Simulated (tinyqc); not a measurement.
## Piezoresistors in the (001) plane of a cubic crystal: effect of the direction of the resistor

Plane stress in crystal axes x = [100], y = [010]. First-order piezoresistance: d rho_xx/rho = p11 sxx + p12 syy, d rho_yy/rho = p12 sxx + p11 syy, d rho_xy/rho = p44 sxy; a resistor along d = (cos th, sin th) changes by dR/R = d.(d rho/rho).d. Changes of geometry and second-order terms are left out.

For uniaxial stress along or across the current: pL = p11 - (A/2) sin^2(2 th), pT = p12 + (A/2) sin^2(2 th), A = p11 - p12 - p44. dR/R is for the given stress.

Inputs (values chosen for the exercise); coefficients close to those of lightly doped p-type silicon:

| symbol | value | unit | meaning |
|---|---|---|---|
| p11 | 6.15 | x 1e-11/Pa | piezoresistive coefficient |
| p12 | -1.12 | x 1e-11/Pa | piezoresistive coefficient |
| p44 | 134 | x 1e-11/Pa | piezoresistive coefficient |
| Sx | 136 | MPa | stress sxx |
| Sy | 177 | MPa | stress syy |
| St | -79 | MPa | shear stress sxy |

Effect of the direction of the resistor:

| th (deg) | pL (1e-11/Pa) | pT (1e-11/Pa) | pL - pT (1e-11/Pa) | dR/R (%) |
|---|---|---|---|---|
| 0 | 6.150 | -1.120 | 7.270 | 0.6382 |
| 10 | 13.56 | -8.532 | 22.09 | -2.973 |
| 20 | 32.33 | -27.30 | 59.63 | -6.132 |
| 30 | 53.67 | -48.64 | 102.3 | -8.455 |
| 45 | 69.52 | -64.48 | 134.0 | -9.799 |
| 60 | 53.67 | -48.64 | 102.3 | -8.306 |
| 75 | 21.99 | -16.96 | 38.95 | -4.377 |
| 90 | 6.150 | -1.120 | 7.270 | 0.9362 |

What does the table show?

The sum pL + pT = p11 + p12 = 5.03 holds in every row. |pL - pT|, which sets the output of a bridge under uniaxial stress, is largest at 45 degrees (134) and is 7.27 at 0 degrees. The change dR/R goes from 0.638 through a minimum of -9.80 (at th = 45 deg among the rows listed) to 0.936 %.

Computed by the program tinyqc: `OMP_NUM_THREADS=1 python tinyqc.py 2530121 2530122 out.jsonl`, one thread of a shared Intel Xeon 2.30GHz, about 0.01 s for the whole run.
